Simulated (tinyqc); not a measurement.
# Mobility of a non-polar semiconductor in the relaxation-time approximation, step by step

A worked calculation. Computed by tinyqc, a small Python program that keeps every step. Command: `OMP_NUM_THREADS=1 python tinyqc.py 3013408 3013409 out.jsonl rta walk`. One thread of a shared host (Intel(R) Xeon(R) Processor @ 2.30GHz), about 0.01 s of CPU time with the checks. Intermediate numbers are printed to about 6 digits and carried at full precision; extremes and crossings named in words are read from the listed rows.

Each valley is treated as a sphere of mass m_d for states and rates, with one isotropic relaxation time; the conductivity mass m_c sets the current.

Inputs (values chosen for the exercise, for a model non-polar semiconductor):
```
quantity,value,unit
longitudinal mass m_l,0.53,m_0
transverse mass m_t,0.16,m_0
equivalent valleys Z,3,-
static permittivity eps_s,11.8,-
density rho,5390,kg/m^3
sound velocity v_l,11700,m/s
acoustic deformation potential D_A,13,eV
phonon energy hbar w,21.2,meV
optical or intervalley deformation potential D_o,7.8,1e8 eV/cm
final valleys Z_f,2,-
carrier density n,4.4e+15,1/cm^3
compensation ratio C,0,-
temperature T,250,K
```

Band: parabolic. Impurity formula: Brooks-Herring. Further scattering: none.

Constants: k_B = 8.617333262e-05 eV/K; m_0 = 9.1093837015e-31 kg; e = 1.602176634e-19 C; hbar = 1.054571817e-34 J s; eps_0 = 8.8541878128e-12 F/m; k_B = 1.380649e-23 J/K; hbar = 6.582119569e-16 eV s.

## Masses

m_d = (m_l m_t^2)^(1/3); 1/m_c = (1/m_l + 2/m_t)/3; Hall mass factor A = 3 K_m (K_m + 2)/(2 K_m + 1)^2, K_m = m_l/m_t; N_I = n (1 + C)/(1 - C).

density-of-states mass m_d = 0.238509 m_0

conductivity mass m_c = 0.208525 m_0

Hall mass factor A = 0.908022

ionised impurity density N_I = 4.40e+15 1/cm^3

## Fermi level and screening

Parabolic band: E = hbar^2 k^2/(2 m), speed v = hbar k/m, states per spin, volume and energy g(E) = m k/(2 pi^2 hbar^2). Here m = m_d. Masses are multiplied by m_0 and all formulas are in SI units. The reduced Fermi level eta = E_F/(k_B T) solves n = 2 Z int g f dE with f = 1/(1 + exp(x - eta)) (Z = 1 unless valleys are given); screening length L_s = sqrt(eps_s eps_0 k_B T/(e^2 dn/deta)), dn/deta = 2 Z int g f (1 - f) dE. Integrals over x = E/(k_B T) use 160 Gauss-Legendre points in u = sqrt(x) from 0 to sqrt(max(eta, 0) + 32).

reduced Fermi level eta = -7.32366

screening length L_s = 56.5120 nm

The gas is non-degenerate (eta < -2), and L_s is close to the Debye length.

## Rates at a few energies

Phonon occupation N_q = 1/(exp(hbar w/(k_B T)) - 1). Acoustic deformation potential (elastic, equipartition, absorption and emission together): 1/tau = 2 pi k_B T D_A^2 g(E)/(hbar rho v_l^2). Optical or intervalley deformation potential: 1/tau = (pi Z_f D_o^2/(rho w)) [N_q g(E + hbar w) + (N_q + 1) g(E - hbar w)], with g = 0 below the band edge. Each optical term is multiplied by (1 - f(E'))/(1 - f(E)), E' the final energy, for Pauli blocking. Singly charged impurities, momentum relaxation: 1/tau = N_I e^4 m (1 + 2 alpha E) Phi/(8 pi (eps_s eps_0)^2 hbar^3 k^3), with alpha = 0 for a parabolic band. Brooks-Herring: Phi = ln(1 + b) - b/(1 + b), b = 4 k^2 L_s^2.

Rates (1e12/s) at E = (max(eta, 0) + 0.5, 1, 2, 4) k_B T:
```
E (meV),acoustic,optical,ionised impurity
10.7717,0.310756,1.49428,0.644095
21.5433,0.439475,2.14159,0.255076
43.0867,0.621511,5.42476,0.099862
86.1733,0.878949,8.43509,0.038730
```

## Mobility for each process alone

mu = (m_d/m_c) (2 Z e/(3 n k_B T)) int g v^2 tau f (1 - f) dE. Averages over x are split at the emission threshold x_0 = hbar w/(k_B T): 64 Gauss-Legendre points in sqrt(x) below it and 128 in sqrt(x - x_0) above it, up to x = max(eta, 0) + 32.

acoustic mobility = 14436.2 cm^2/(V s)

optical mobility = 2076.74 cm^2/(V s)

ionised impurity mobility = 125590 cm^2/(V s)

## All processes together

Rates are added at each energy before the average. With <y> = int g v^2 y f (1 - f) dE: Hall factor r_H = A (3 n k_B T/(2 Z m_d)) <tau^2/(1 + 2 alpha E)>/<tau>^2 (alpha = 0 for a parabolic band); Hall mobility r_H mu; |S| = (k_B/e) (<x tau>/<tau> - eta); resistivity 1/(n e mu).

drift mobility mu = 1611.10 cm^2/(V s)

Hall factor r_H = 1.16971

Hall mobility = 1884.51 cm^2/(V s)

Seebeck coefficient |S| = 791.053 microvolt/K

resistivity = 0.880471 ohm cm

Taking r_H = 1 in a Hall measurement would give a density 0.855 times the true one.

## Matthiessen's rule against the full average

Matthiessen's rule adds 1/mu of the separate processes.

Separate mobilities:
```
process,mu (cm^2/(V s)),share of the sum of 1/mu (%)
acoustic,14436,12.3973
optical,2077,86.1777
ionised impurity,125590,1.4250
```

mobility by Matthiessen's rule = 1789.69 cm^2/(V s)

excess of Matthiessen's rule over the full mu = 11.0851 %

The rule gives 1790 against the full 1611, 11.1 % too high; it can only overestimate, since each separate average is carried by the energies where that process is weak. The largest shares are optical (86 %) and acoustic (12 %).

Checks made by the program: n against 2 Z (m k_B T/2 pi hbar^2)^(3/2) (2/sqrt(pi)) F_1/2(eta) by adaptive quadrature (relative difference below 1e-10); acoustic mobility against its closed form in Fermi integrals (relative difference below 1e-10); the sum rule (2 Z/(3 k_B T)) int g v^2 (1 + 2 alpha E) f (1 - f) dE = n/m_d (relative difference below 1e-10).
